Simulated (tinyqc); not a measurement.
# Gap difference from the gain at two temperatures

Question. When back injection limits the gain, beta = b exp(-dE/(kB T)) with dE the gap reduction of the emitter less that of the base and b constant. Find dE and beta at 300 K.

Constants: q = 1.602176634e-19 C, kB = 1.380649e-23 J/K. Results are converted to the units shown.

T (K): 273  400
beta: 227.65622  609.75167

Answer. ln beta is a straight line in 1/T with slope -dE/kB.

dE = 0.0730 eV
beta at 300 K = 301

Program tinyqc, `OMP_NUM_THREADS=1 python tinyqc.py 2320080 2320081 out.jsonl`; Intel Xeon 2.30GHz, shared host, one thread, about 0.01 s.
